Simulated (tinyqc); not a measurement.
Avalanche multiplication and breakdown of a junction from ionisation integrals: one step, computed by the program tinyqc. Command: `OMP_NUM_THREADS=1 python tinyqc.py 3020220 3020221 out.jsonl impact walk`. One thread of a shared host (Intel(R) Xeon(R) Processor @ 2.30GHz), about 0.01 s of CPU time with the checks.

Ionisation coefficients follow the local field. Position x runs through the depletion layer from the p side (x = 0), where electrons enter, to the n side (x = w), where holes enter. The built-in voltage is neglected.

Question. On-resistance of the drift layer. R_on = w/(e mu N) with w the width at breakdown; figure of merit V_B^2/R_on; for a triangular field it equals eps eps_0 mu F_m^3/4.

Inputs (values chosen for the exercise, modelled on 4H-SiC): permittivity eps = 9.7; drift-layer mobility mu = 130 cm^2/(V s); doping N of the lightly doped side = 1.1e+17 1/cm^3.

Junction: one-sided abrupt n+p.

width at breakdown = 1.636408 micrometre

breakdown voltage = 274.7489 V

critical field F_m = 3.357950 MV/cm

Constants: e = 1.602176634e-19 C; eps_0 = 8.8541878128e-12 F/m.

Give: specific on-resistance; V_B^2/R_on; eps eps_0 mu F_m^3/4.

Answer.

specific on-resistance = 0.07142 milliohm cm^2

V_B^2/R_on = 1057 MW/cm^2

eps eps_0 mu F_m^3/4 = 1057 MW/cm^2
